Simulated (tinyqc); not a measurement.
Wavelength: periodic multilayer mirror for extreme ultraviolet light.

s polarisation, vacuum above. q_j = sqrt(N_j^2 - sin^2 theta); interface r_jk = (q_j - q_k)/(q_j + q_k) exp(-2 (2 pi/lam)^2 q_j q_k sg^2) (Nevot-Croce; sg = 0 if not given); phase factor of a layer x_j = exp(4 pi i q_j d_j/lam). Each period has the spacer (thickness (1 - Gm) L) on top of the absorber (Gm L). In this recursion R is the amplitude; R in tables and results is the reflectance, its squared modulus. The substrate is of the spacer material. Starting with R = 0 in it, each interface upward gives R -> (r + R x)/(1 + r R x), x that of the layer below the interface (1 for the substrate).

Inputs chosen for the exercise (optical constants near those of Mo and Si at 13.5 nm; shifted at random, so the results belong to these values and not to a real crystal):
- dA = (0.0792, 0.00668) (delta and beta of the absorber, N = 1 - delta + i beta)
- dS = (0.0011, 0.00185) (delta and beta of the spacer and the substrate)
- L = 6.97 nm (period)
- Gm = 0.38 (absorber share of the period)
- theta = 3 degrees (angle from the normal)
- sg = 0.2 nm (interface roughness)
- Np = 20 (periods)

The optical constants are held fixed.

Reflectance:
```
lam (nm),R
12.9,0.072
13.0,0.204
13.1,0.347
13.2,0.458
13.3,0.534
13.4,0.580
13.5,0.602
13.6,0.603
13.7,0.578
13.8,0.521
13.9,0.422
14.0,0.281
14.1,0.129
14.2,0.028
14.3,0.006
```

The largest value listed is 0.603 at 13.6 nm, against lam_B = 2 L Re(mean q) = 13.491 nm; the peak lies on the long side, where the nodes of the standing wave fall in the absorber. R exceeds half of that from 13.1 to 13.9 nm of the wavelengths listed, at least 5.9 % of the wavelength; a chain of ten mirrors narrows it, since R^10 falls to half where R has lost only 7 %.

Program tinyqc; command `OMP_NUM_THREADS=1 python tinyqc.py 1682441 1682442 out.jsonl`; about 0.01 s on one thread of a shared Intel(R) Xeon(R) Processor @ 2.30GHz.
